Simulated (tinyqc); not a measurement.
Worked calculation: X-ray reflectivity of a thin film on silicon: critical angles, Parratt recursion, fringes and roughness. Computed by tinyqc, a small Python program that keeps every step. Command: `OMP_NUM_THREADS=1 python tinyqc.py 3120707 3120708 out.jsonl xrr walk`. One thread of a shared host (Intel(R) Xeon(R) Processor @ 2.30GHz), about 0.01 s of CPU time with the checks. Intermediate numbers are printed to about 6 digits and carried at full precision; extremes and crossings named in words are read from the listed rows.

n = 1 - delta + i beta; the classical electron radius is r_e = 2.8179403e-6 nm. Layer 0 is vacuum, 1 the film, 2 the substrate.

Inputs (values chosen for the exercise, modelled on copper on silicon, copper K-alpha radiation):

| quantity | value | unit |
|---|---|---|
| wavelength lambda | 0.15406 | nm |
| film density rho | 9.31 | g/cm^3 |
| effective electrons per unit mass, film | 0.458 | mol/g |
| beta/delta, film | 0.022 | - |
| film thickness d | 13.4 | nm |
| roughness of the surface sigma_1 | 1.1 | nm |
| roughness of the interface sigma_2 | 0.2 | nm |
| substrate density | 2.33 | g/cm^3 |
| effective electrons per unit mass, substrate | 0.507 | mol/g |
| beta/delta, substrate | 0.023 | - |
| grazing angle theta | 0.895 | degrees |

Constants: N_A = 6.02214076e+23 1/mol.

## Optical constants

delta = r_e lambda^2 rho_e/(2 pi), rho_e = density x electrons per mass x N_A; critical angle sqrt(2 delta), q_c = 4 sqrt(pi r_e rho_e).

Constants:

| layer | rho_e (1/nm^3) | delta | beta | critical angle (degrees) | q_c (1/nm) |
|---|---|---|---|---|---|
| film | 2567.83 | 2.73337e-05 | 6.01340e-07 | 0.423630 | 0.603092 |
| substrate | 711.40 | 7.57263e-06 | 1.74170e-07 | 0.222977 | 0.317437 |

The film is denser in electrons than the substrate; X-rays tunnel through a film of a few nanometres, so the edge of total reflection moves to the value of the film only as it thickens.

## Critical angle of the film

The formulas are those given above.

critical angle of the film = 0.423630 degrees

## Reflectivity at one angle

k_j = (2 pi/lambda) sqrt(sin^2 theta - 2 delta_j + 2 i beta_j); r_ij = (k_i - k_j)/(k_i + k_j) x exp(-2 k_i k_j sigma^2) (Nevot-Croce); r = (r_01 + r_12 p)/(1 + r_01 r_12 p), p = exp(2 i k_1 d); R = |r|^2.

k_0, k_1, k_2 (1/nm): 0.637049  0.561163+0.001782i  0.616960+0.000470i

1000 r_01 = 26.6600-0.7392i

1000 r_12 = -46.0646+1.1770i

p = -0.747977+0.591112i

reflectivity R = 0.00447490

q = 4 pi sin(theta)/lambda = 1.27410 1/nm

## Fringe period, contrast and decay

Far above the critical angle the period is d theta = lambda/(2 d), or 2 pi/d in q; the envelope runs between (|r_01| - |r_12 p|)^2 and (|r_01| + |r_12 p|)^2; contrast = 2 a b/(a^2 + b^2) with a = |r_01|, b = |r_12 p|; roughness factors on the amplitudes are about exp(-q^2 sigma^2/2).

period in theta = 0.329365 degrees

period in q = 0.468894 1/nm

contrast = 0.887206

roughness factor, surface = 0.374519

roughness factor, interface = 0.968055

## Thickness from the minima

Minima of R theta^4 are located on 6001 points over 7.5 periods, from 1.15 times the larger critical angle. With refraction, sin^2(theta_m) = 2 delta + m^2 (lambda/(2 d))^2, m integer or half-integer; the first six minima are used, and the first order is the one that minimises the largest residual of the least-squares line plus the distance of its intercept from 2 delta. Without refraction, d = lambda/(2 x mean step of sin theta).

Minima:

| order m | theta (degrees) | sin^2 theta |
|---|---|---|
| 1 | 0.53658 | 8.77020e-05 |
| 2 | 0.78237 | 1.86445e-04 |
| 3 | 1.07221 | 3.50157e-04 |
| 4 | 1.37893 | 5.79103e-04 |
| 5 | 1.69841 | 8.78446e-04 |

d with refraction = 13.4259 nm

d without refraction = 15.1980 nm

Against d = 13.4 nm the errors are +0.19 % with and +13.42 % without refraction. The orders are integers, as r_01 and r_12 have opposite signs for a film denser than the substrate.

## Which roughness does what

R is averaged over one period above each angle (64 points); contrast = (max - min)/(max + min) of R theta^4 over that period. Cases: smooth; only sigma_1; only sigma_2; both.

Mean R and contrast:

| theta (degrees) | R smooth | contrast | R, sigma_1 | contrast, sigma_1 | R, sigma_2 | contrast, sigma_2 | R, both | contrast, both |
|---|---|---|---|---|---|---|---|---|
| 0.8 | 0.00483427 | 0.946783 | 2.18152e-03 | 8.47411e-01 | 4.74349e-03 | 0.934543 | 2.08519e-03 | 0.852993 |
| 1.2 | 0.00115903 | 0.946034 | 3.91131e-04 | 3.81932e-01 | 1.10991e-03 | 0.923146 | 3.45736e-04 | 0.417404 |
| 1.8 | 0.00024314 | 0.946056 | 7.52582e-05 | 3.72906e-02 | 2.22278e-04 | 0.890313 | 5.60431e-05 | 0.074029 |
| 2.5 | 0.00006492 | 0.946465 | 2.13519e-05 | 2.71513e-03 | 5.54843e-05 | 0.838806 | 1.22116e-05 | 0.072633 |
| 3.5 | 0.00001728 | 0.946852 | 5.88748e-06 | 3.63154e-04 | 1.34212e-05 | 0.716971 | 2.01997e-06 | 0.096060 |

At 2.5 degrees sigma_1 alone multiplies the mean R by 0.33 and sigma_2 alone by 0.85; the contrast goes from 0.95 (smooth) to 0.00 and 0.84.

Checks made by the program: smooth bare substrate far above q_c against (q_c/2q)^4 (relative difference 1e-03).
